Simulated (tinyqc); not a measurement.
Capillary instabilities by surface diffusion: grooving and agglomeration of films, edge retraction, wire break-up and smoothing of roughness: one step, computed by the program tinyqc. Command: `OMP_NUM_THREADS=1 python tinyqc.py 3002425 3002426 out.jsonl dewet walk`. One thread of a shared host (Intel(R) Xeon(R) Processor @ 2.30GHz), about 0.01 s of CPU time with the checks.

Isotropic surface energy; shapes change by surface diffusion alone.

Problem. Will grooves cut through? Groove angle beta: sin(beta) = gamma_b/(2 gamma). For circular grains of radius R with spherical caps the groove ends (measured from the mean surface) at the depth R g(beta), g = (2 - 3 cos beta + cos^3 beta)/(3 sin^3 beta). The film parts if R g(beta_s) > h.

Inputs (values chosen for the exercise, of the order of those of a cobalt film):

| quantity | value | unit |
|---|---|---|
| surface energy gamma_s | 2.28 | J/m^2 |
| grain-boundary energy gamma_b | 1.1 | J/m^2 |
| film thickness h | 5.4 | nm |
| grain radius R | 27 | nm |

Grooves: at the surface only.

Give: beta_s; sum of g; critical R/h; final depth over h.

Solution.

beta_s = 13.96 degrees

sum of g = 0.06152

critical R/h = 16.26

final depth over h = 0.3076

The grooves stop short by this estimate; triple junctions groove deeper and may still open.
